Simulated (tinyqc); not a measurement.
Double-gate transistor below threshold, two-dimensional Poisson equation on a small mesh: two steps of the calculation.

Half of a symmetric double-gate structure: row 0 is the mid-plane of the body, where the normal field vanishes. Mobile charge is neglected (subthreshold), the body is fully depleted, and potentials are counted from the intrinsic level; rows run upward to the gate, columns from source to drain.

Inputs (values chosen for the exercise); semiconductor permittivity made up: relative permittivity of the semiconductor eps_r = 13.7; relative permittivity of the insulator eox = 7.5; half the body thickness tb = 3 nm; insulator thickness tox = 3.3 nm; channel length L = 39 nm; acceptor density of the depleted body Na = 9.1e17 cm^-3.

Constants: q = 1.602176634e-19 C, eps0 = 8.8541878128e-14 F/cm where lengths are in cm. Results are converted to the units shown.

Question 1. Coefficients of the five-point equations. Mesh: rows i = 0..3 in the semiconductor (step hs = tb/3, row 3 on the interface), then 2 step(s) ho = tox/2 up to the gate row 5; columns j = 0..6 (step hy = L/6). Box integration, divided by eps0: up_i = eps hy/h of the interval above row i, dn_i = that of the interval below (0 for row 0), lat_i = (sum of eps h/2 over the intervals above and below)/hy, s_i = -q Na w_i hy/eps0 with w_i the semiconductor height of the box (hs/2 for row 0 and the interface row, hs between, 0 in the insulator). Each free node obeys (up + dn + 2 lat) psi = up psi(above) + dn psi(below) + lat [psi(left) + psi(right)] + s.

Wanted: up; dn; lat; s.

Answer 1.

```
row     up     dn    lat     s (V)
0    89.05      0  1.054  -0.05352
1    89.05  89.05  2.108   -0.1070
2    89.05  89.05  2.108   -0.1070
3    29.55  89.05  2.006  -0.05352
4    29.55  29.55  1.904         0
```

Question 2. Over-relaxation sweep (omega = 1.5). Free nodes: rows 0..4, columns 1..5, taken row by row from row 0, left to right. t = (up psi(above) + dn psi(below) + lat [psi(left) + psi(right)] + s)/(up + dn + 2 lat), with the newest neighbours; psi(new) = psi + 1.5 (t - psi).

psi at the start (fixed values on the edges, free nodes linear between source and drain columns) (V):
```
             j=0        j=1        j=2        j=3        j=4        j=5        j=6
row 0  0.4700000  0.6366670  0.8033330  0.9700000  1.1366670  1.3033330  1.4700000
row 1  0.4700000  0.6366670  0.8033330  0.9700000  1.1366670  1.3033330  1.4700000
row 2  0.4700000  0.6366670  0.8033330  0.9700000  1.1366670  1.3033330  1.4700000
row 3  0.4700000  0.6366670  0.8033330  0.9700000  1.1366670  1.3033330  1.4700000
row 4  0.2450000  0.3283330  0.4116670  0.4950000  0.5783330  0.6616670  0.7450000
row 5  0.0200000  0.0200000  0.0200000  0.0200000  0.0200000  0.0200000  0.0200000
```

```
row         up         dn        lat         s (V)
0        89.05          0  1.0538462  -0.053516342
1        89.05      89.05  2.1076923   -0.10703268
2        89.05      89.05  2.1076923   -0.10703268
3    29.545455      89.05  2.0057692  -0.053516342
4    29.545455  29.545455  1.9038462             0
```

Wanted: psi after iteration 1.

Answer 2.

psi after iteration 1 (V):
```
         j=0    j=1    j=2    j=3    j=4    j=5    j=6
row 0  0.470  0.636  0.802  0.969  1.136  1.302  1.470
row 1  0.470  0.635  0.802  0.968  1.135  1.302  1.470
row 2  0.470  0.635  0.801  0.968  1.135  1.301  1.470
row 3  0.470  0.522  0.656  0.792  0.928  1.063  1.470
row 4  0.245  0.248  0.304  0.365  0.425  0.486  0.745
row 5  0.020  0.020  0.020  0.020  0.020  0.020  0.020
```

Numbers from tinyqc (`OMP_NUM_THREADS=1 python tinyqc.py 2480012 2480013 out.jsonl`; about 0.2 s on one thread of a shared Intel Xeon 2.30GHz).
